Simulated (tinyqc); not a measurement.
Strained Delta valleys, repopulation and conductivity mass: two steps of the calculation.

A cubic crystal with three pairs of conduction valleys along x, y and z under uniaxial stress X along [110] (X > 0 is tension); current along [-110]. Non-degenerate electrons, fixed total density, one relaxation time for all valleys and stresses, masses unchanged by strain, so the mobility goes as the mean inverse mass.

Values chosen for this exercise; values close to those of silicon: temperature T = 300 K; compliance s11 = 7.73 1/TPa; compliance s12 = -2.2 1/TPa; compliance s44 = 12.9 1/TPa; shear deformation potential Xu = 8.73 eV; uniaxial stress (tension positive) X = 1000 MPa.

Constants: q = 1.602176634e-19 C, kB = 1.380649e-23 J/K, Vt = kB T/q. Results are converted to the units shown.

Question 1. Strain tensor. Stress s_ij = X a_i a_j with a the unit vector along [110]; strain e_ii = s11 s_ii + s12 (s_jj + s_kk), e_ij = s44 s_ij/2.

Find: strain.

Answer 1.

strain (%):
```
        x       y        z
x  0.2765  0.3225   0.0000
y  0.3225  0.2765   0.0000
z  0.0000  0.0000  -0.2200
```

Question 2. Valley shifts and shares. Valley shift dE = Xu (n.e.n - trace(e)/3) with n the valley axis; share f proportional to exp(-dE/Vt).

strain (%):
```
            x           y            z
x  0.27650000  0.32250000   0.00000000
y  0.32250000  0.27650000   0.00000000
z  0.00000000  0.00000000  -0.22000000
```

Wanted: dE; share f.

Answer 2.

```
valley  dE (meV)  share f
x         14.448  0.13610
y         14.448  0.13610
z        -28.896  0.72780
```

The splitting is 43.3 meV, 1.7 Vt.

Range of the model: Shear strain also changes the transverse masses of these valleys, which is left out.

Numbers from tinyqc (`OMP_NUM_THREADS=1 python tinyqc.py 2530111 2530112 out.jsonl`; about 0.01 s on one thread of a shared Intel Xeon 2.30GHz).
